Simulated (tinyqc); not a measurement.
Inverter chain driving a load.

N inverters, each f = Hc^(1/N) times larger than the one before: delay tau N (f + pp). Switched capacitance in units of the first input, with output capacitance pp times the input: Hc + (1 + pp)(Hc - 1)/(f - 1).

Values chosen for this exercise: load over the input capacitance of the chain Hc = 44; parasitic delay of an inverter pp = 0.6; delay unit tau = 6.7 ps.

Result of one run:

| f | delay (ps) | switched capacitance |
|---|---|---|
| 1.7170 | 108.67 | 139.95 |

Which number of stages N gave this result: 2, 3, 5, 6 or 7?

N = 7.

The whole series:

| N | f | delay (ps) | switched capacitance |
|---|---|---|---|
| 1 | 44.000 | 298.82 | 45.600 |
| 2 | 6.6332 | 96.926 | 56.213 |
| 3 | 3.5303 | 83.020 | 71.190 |
| 4 | 2.5755 | 85.104 | 87.668 |
| 5 | 2.1315 | 91.506 | 104.80 |
| 6 | 1.8789 | 99.653 | 122.28 |
| 7 | 1.7170 | 108.67 | 139.95 |

The delay goes from 299 through a minimum of 83.0 (at N = 3 among the rows listed) to 109 ps. The best stage effort solves pp + rho (1 - ln rho) = 0, rho = 3.27, which gives N = ln Hc/ln rho = 3.20. One stage fewer than the best costs 17 % in delay and saves 21 % of the switched capacitance.

Numbers from tinyqc (`OMP_NUM_THREADS=1 python tinyqc.py 2082053 2082054 out.jsonl`; about 0.01 s on one thread of a shared Intel Xeon 2.30GHz).
